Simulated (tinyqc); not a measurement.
Plane-wave Kohn-Sham cycle with exchange-only LDA in a layered model solid, step by step. One step of it, computed by the program tinyqc.

Problem. Iteration 1: levels at that k. Diagonalise the Hermitian matrix.

H (hartree), order -3, -2, -1, +0, +1, +2, +3:
$$\begin{pmatrix}
5.817023 & -0.345000 & 0.080000 & 0.000000 & 0.000000 & 0.000000 & 0.000000 \\
-0.345000 & 2.349521 & -0.345000 & 0.080000 & 0.000000 & 0.000000 & 0.000000 \\
0.080000 & -0.345000 & 0.342020 & -0.345000 & 0.080000 & 0.000000 & 0.000000 \\
0.000000 & 0.080000 & -0.345000 & -0.205480 & -0.345000 & 0.080000 & 0.000000 \\
0.000000 & 0.000000 & 0.080000 & -0.345000 & 0.707020 & -0.345000 & 0.080000 \\
0.000000 & 0.000000 & 0.000000 & 0.080000 & -0.345000 & 3.079522 & -0.345000 \\
0.000000 & 0.000000 & 0.000000 & 0.000000 & 0.080000 & -0.345000 & 6.912023
\end{pmatrix}$$

Give: eigenvalues.

Solution.

eigenvalues (hartree): [-0.4429, 0.3340, 0.8325, 2.3785, 3.1013, 5.8534, 6.9448]
